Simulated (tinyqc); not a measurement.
Worked calculation: ellipsoidal valleys in the axes of a wafer and a channel. Values are carried at full precision from step to step, so a last printed digit may differ when a step is redone from the rounded ones.

Valleys with axes a along x, y and z, one whole valley each; inverse mass tensor w = 1/mt + (1/ml - 1/mt) a a. Device axes: z = nz/|nz|, x = nx/|nx|, y = z cross x; in them a = (ax, ay, az). Confinement mass mz = 1/w_zz. In the plane w_ij is replaced by u_ij = w_ij - w_iz w_jz/w_zz (i, j = x, y); density-of-states mass md = 1/sqrt(det u); conductivity mass along x mc = 1/u_xx; ballistic transport mass mx = u_yy/det u, width mass my = 1/u_yy.

Constants: hbar^2/2m0 = 3.80998211 eV angstrom^2; kB = 8.617333262e-05 eV/K.

Inputs chosen for the exercise (near those of the X valleys of AlAs; not measured data): ml = 1.097 m0 (longitudinal mass); mt = 0.197 m0 (transverse mass); nz = (1, 1, 0) (surface normal (confinement)); nx = (1, -1, 0) (channel direction); t = 8.6 nm (thickness of the film); T = 77 K (temperature).

## Device axes and valley axes

Give the rows x, y, z in cubic components and each valley axis in device components.

device axes:
```
    [100]    [010]    [001]
x  0.7071  -0.7071   0.0000
y  0.0000   0.0000  -1.0000
z  0.7071   0.7071   0.0000
```

valley axes:
```
        ax       ay      az
x   0.7071   0.0000  0.7071
y  -0.7071   0.0000  0.7071
z   0.0000  -1.0000  0.0000
```

## Tensors of the valley x

Form w and the reduced tensor u.

w (1/m0):
```
         x       y        z
x   2.9939  0.0000  -2.0823
y   0.0000  5.0761   0.0000
z  -2.0823  0.0000   2.9939
```

u (1/m0):
```
        x       y
x  1.5456  0.0000
y  0.0000  5.0761
```

The axis is tilted against the normal, so w_xz or w_yz is not zero and the reduction changes the masses in the plane.

## Masses of all valleys

Give mz, md, mc, mx and my.

Masses (m0):

| valley | mz | md | mc | mx | my |
|---|---|---|---|---|---|
| x | 0.3340 | 0.3570 | 0.6470 | 0.6470 | 0.1970 |
| y | 0.3340 | 0.3570 | 0.6470 | 0.6470 | 0.1970 |
| z | 0.1970 | 0.4649 | 0.1970 | 0.1970 | 1.0970 |

mz md^2 = ml mt^2 = 0.04257 for every valley, so a heavy confinement mass comes with a small density of states. The heaviest mz is 0.334, for x and y.

## Subbands and shares in a film

Hard walls: E_n = c (n pi/t)^2/mz, c = hbar^2/2m0, n = 1, 2, 3. Non-degenerate share of a valley proportional to md sum_n exp(-E_n/kT); mean 1/mc = sum of share/mc. 1 nm = 10 angstrom.

Give the ladders, the shares and the mean conductivity mass.

Subbands:

| valley | E1 (meV) | E2 (meV) | E3 (meV) | share |
|---|---|---|---|---|
| x | 15.2 | 60.9 | 137.0 | 0.442 |
| y | 15.2 | 60.9 | 137.0 | 0.442 |
| z | 25.8 | 103.2 | 232.3 | 0.117 |

mean mc = 0.5110 m0

The lowest ladder (x and y) holds 88 % of the electrons in these valleys, the next starts 11 meV higher.

## Checks

- mz md^2 against ml mt^2: they agree to 1e-10 or better.
- mx my against md^2: they agree to 1e-10 or better.

Program tinyqc; command `OMP_NUM_THREADS=1 python tinyqc.py 1850562 1850563 out.jsonl`; about 0.01 s on one thread of a shared Intel(R) Xeon(R) Processor @ 2.30GHz.
